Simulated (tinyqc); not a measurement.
Comparisons within one model: inter-valley coupling by envelope functions against a chain of atomic planes. A value that a table varies takes the place of the one given here.

Chain: E(phi) = e0 + 2 v cos(phi) + 2 u cos(2 phi), cos(phi0) = -v/(4u), e0 = 2u + v^2/(4u); plane j = 0, 1, ... has the potential V_j = dE x_j + F (j - 30) a/4 (1 MV/m = 1e-4 V/angstrom). There are 30 barrier planes a side; with y = j - 29.5, x_j = xb (f(y) + f(Nw - y)), f(y) = 1/(1 + exp(y/L)), plus any Ge added in the well. The valley splitting is the spacing of the two lowest levels. Envelope theory: F_j solves a one-valley chain with hopping -b and diagonal 2b + V_j, b = 4u sin^2(phi0), sum F_j^2 = 1; the valleys couple by Dv = sum_j F_j^2 V_j exp(-2 i phi0 j) and split by 2|Dv|.

Inputs chosen for the exercise (near those of the Delta valleys of silicon in a SiGe well; not measured data): a = 5.431 angstrom (lattice constant; planes lie a/4 apart); u = 0.586 eV (second-neighbour hopping); v = 0.584 eV (nearest hopping); Nw = 52 (planes in the well); L = 0.75 planes (interface width); xb = 0.23 (Ge fraction of the barriers); dE = 0.52 eV (offset per unit Ge fraction); F = 5 MV/m (field); xs = 0.18 (Ge fraction added on that plane); xw = 0.008 (mean Ge fraction of the wiggle); x0 = 4015 (start of the number sequence); na = 8000 (atoms a plane under the dot); js = 73 (plane j of a Ge spike (the well starts at j = 30)).

## Position of the spike

The spike is moved through the well; position counted from the first well plane, j - 30.

Against position:
```
j - 30  F_j^2, smooth  mean of the doublet (meV)  splitting, chain (micro-eV)  envelope  first order
3             0.01533                      21.47                         1968      1891         2869
6             0.02521                      22.07                         3190      3064         4720
10            0.03571                      22.84                         4717      4591         6684
16            0.04001                      23.44                         5948      5874         7490
21            0.03414                      22.98                         5024      4958         6390
26            0.02443                      22.12                         3297      3222         4573
34            0.01048                      21.12                         1269      1218         1961
42            0.00300                      20.66                          385       370          562
49            0.00053                      20.51                           84        83          100
```

What can be read from the table?

The splitting is largest at plane 16 among these rows (5948 micro-eV), and the smooth envelope peaks at plane 15, counting all planes; without a spike it is 14. Where the splitting exceeds 20 micro-eV the envelope theory lies within 4.0 % of the chain and first order within 55 %.

## A periodic Ge profile (wiggle well)

periods (planes): pi/phi0 1.72369, pi/(pi - phi0) 2.38180

Added fraction xw (1 - cos(2 pi (j - 30)/p)) on the well planes; p = f times the resonant period pi/(pi - phi0). At resonance the estimate is dE xw.

Against period:
```
f     p (planes)  mean of the doublet (meV)  splitting, chain (micro-eV)  envelope
0.90      2.1436                      24.54                          226       238
0.95      2.2627                      24.47                         1666      1718
0.98      2.3342                      24.52                         3549      3584
0.99      2.3580                      24.55                         3941      3949
1.00      2.3818                      24.57                         4088      4070
1.01      2.4056                      24.56                         3971      3939
1.02      2.4294                      24.53                         3630      3592
1.05      2.5009                      24.47                         2020      1972
1.10      2.6200                      24.52                          453       426
1.50      3.5727                      24.56                           22        21
3.00      7.1454                      24.57                           15        15
```

How do the results move?

The splitting peaks at f = 1 with 4.09 meV, against the estimate dE xw = 4.16 meV, and is 0.87 and 0.89 of the value at f = 1 two per cent off to either side: the width of the resonance is set by the number of periods under the envelope. At f = 3 it is 15 micro-eV. The chain has one orbital a plane and knows only this resonance; longer periods that work through other bands are outside it.

## Random alloy fluctuations

A uniform fraction x is added on all planes. Each plane j then fluctuates by q sqrt(x_j (1 - x_j)/na) in Ge fraction, q = sqrt12 (z/2147483647 - 1/2) with z(new) = 16807 z mod 2147483647 from x0, restarted for each row; 24 samples. Theory: Dv is a complex Gaussian with sigma^2 = dE^2 sum F_j^4 x_j (1 - x_j)/na, and the mean splitting is sqrt(pi) sigma if the smooth part is negligible.

Splitting (micro-eV):
```
x     sigma  sqrt(pi) sigma  mean of 24  least  largest
0.00   20.5            36.4        32.4    6.1     76.3
0.01  100.5           178.1       165.2   22.3    457.1
0.02  139.9           248.1       229.9   37.5    647.3
0.05  216.5           383.7       355.0   53.3   1015.4
0.10  297.3           527.0       487.3   69.9   1405.7
```

What does this show, and why?

Without added Ge the disorder sits in the barriers, where the state is small: mean 32.4 micro-eV, against 14 for the smooth well. With 5 % Ge in the well the mean is 355, theory 384, with a statistical error of about 11 % for 24 samples; the miss is -7 %, and since every row reuses one sequence the rows with added Ge miss alike. The spread grows with the mean: at 5 % the samples run from 53 to 1015, so small splittings remain possible. sigma falls as 1/sqrt(na) for larger dots. A chain with one orbital a plane has no Bloch-function factor, which scales all these couplings down in fuller models.

## What each parameter does

Chain with the spike on plane js. Each row changes one parameter from the base and keeps the others.

Results:
```
case             level (meV)  splitting (micro-eV)
base                  20.632                 300.5
Nw = 58               20.559                 357.4
L = 1.25 planes       21.034                 321.0
xb = 0.28             20.991                 317.9
dE = 0.572 eV         20.820                 329.7
F = 7 MV/m            25.043                 146.0
js = 76               20.560                 154.4
xs = 0.234            20.660                 356.9
```

What can be read from the table?

The largest shifts from the base row, up to three for each result and ties (the steps differ in size, so this ranks the rows, not the parameters). level (meV): F +4.412, L +0.402, xb +0.359. splitting (micro-eV): F -154.5, js -146.1, Nw +57.0.

(tinyqc, `OMP_NUM_THREADS=1 python tinyqc.py 1482821 1482822 out.jsonl`, Intel(R) Xeon(R) Processor @ 2.30GHz, 1 thread, shared host, about 0.1 s.)
